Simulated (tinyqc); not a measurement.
# Band bending at a free surface with one surface level, surface photovoltage and Kelvin probe: what changes with what

n-type bulk, xi = Ec - EF = Vt ln(Nc/Nd), p0 = ni^2/Nd, ni = sqrt(Nc Nv) exp(-Eg/(2 Vt)), Eg in volts. b is the upward band bending, u = b/Vt. Space charge per area, in units of q: Qc = sign(b) sqrt((2 eps0 eps_r Vt/q) [(Nd + dn)(exp(-u) - 1) + Nd u + (p0 + dn)(exp(u) - 1)]), with dn the excess density under light (flat quasi-Fermi levels; 0 in the dark). The level holds -Ns f, f = 1/(1 + exp((xi + b - Es)/Vt)). Neutrality: Qc + Qf + (charge of the states) = 0.

Inputs (values chosen for the exercise); band and dielectric values those of a made-up semiconductor: temperature T = 300 K; band gap Eg = 1.04 eV; relative permittivity eps_r = 12.9; conduction-band density of states at T Nc = 2.49e19 cm^-3; valence-band density of states at T Nv = 2.73e19 cm^-3; donor density Nd = 3.1e15 cm^-3; fixed positive charge at the surface Qf = 0 cm^-2; density of an acceptor-like surface level Ns = 1.7e11 cm^-2; its depth below the conduction edge Es = 0.57 eV.

Constants: q = 1.602176634e-19 C, kB = 1.380649e-23 J/K, Vt = kB T/q, eps0 = 8.8541878128e-14 F/cm where lengths are in cm. Results are converted to the units shown.

Each table varies one quantity; the others keep the values above.

## Pinning by the surface states

b solves the neutrality condition in the dark.

Pinning by the surface states:
```
Ns (cm^-2),b (V),xi + b (eV),Qc (cm^-2)
2.4e10,0.031129,0.26357,2.4000e10
6.7e10,0.12717,0.35961,6.6980e10
1.8e11,0.32305,0.55549,1.1461e11
5.1e11,0.36724,0.59968,1.2284e11
1.4e12,0.39691,0.62935,1.2807e11
3.9e12,0.42406,0.65651,1.3268e11
1.1e13,0.45060,0.68304,1.3705e11
2.9e13,0.47513,0.70757,1.4101e11
8.1e13,0.50101,0.73345,1.4517e11
```

What does the table show?

b rises from 0.0311 to 0.501 V. The level is over 95 % full (Qc near Ns - Qf) in the 2 rows with xi + b more than 3 Vt short of Es = 0.57 eV. Beyond that it empties, and between the last two rows b gains only 58.0 mV a decade.

## Photovoltage against injection

Same model as above.

Under chopped light the surface charge keeps its dark value, so b falls to bL with Qc(bL, dn) = Qc(b, 0); the photovoltage is b - bL.

Results:
```
dn (cm^-3),bL (V),photovoltage (mV),share of b removed (%)
2.5e6,0.3193,0.004812,0.001507
2.5e7,0.3192,0.04804,0.01505
2.5e8,0.3188,0.4726,0.1480
2.5e9,0.3152,4.106,1.286
2.5e10,0.2981,21.20,6.640
2.5e11,0.2635,55.74,17.46
2.5e12,0.2192,100.1,31.36
2.5e13,0.1700,149.3,46.75
2.5e14,0.1186,200.7,62.86
2.6e16,0.02810,291.2,91.20
```

Estimate the missing row, dn = 2.6e15 cm^-3.

Computed row:
```
dn (cm^-3),bL (V),photovoltage (mV),share of b removed (%)
2.6e15,0.06721,252.1,78.95
```

With this row back in the table: The photovoltage rises from 0.00481 to 291 mV, towards the full b = 319 mV. Its steepest rise is 51.4 mV a decade (Vt ln 10 = 59.5 mV), and it reaches 91.2 % of b in the last row: even strong light does not flatten the bands fully, so a saturation reading understates b. For dn = 2.6e16 the injection is high, and a Dember voltage, left out here, adds to the signal.

Numbers from tinyqc (`OMP_NUM_THREADS=1 python tinyqc.py 2430102 2430103 out.jsonl`; about 0.01 s on one thread of a shared Intel Xeon 2.30GHz).
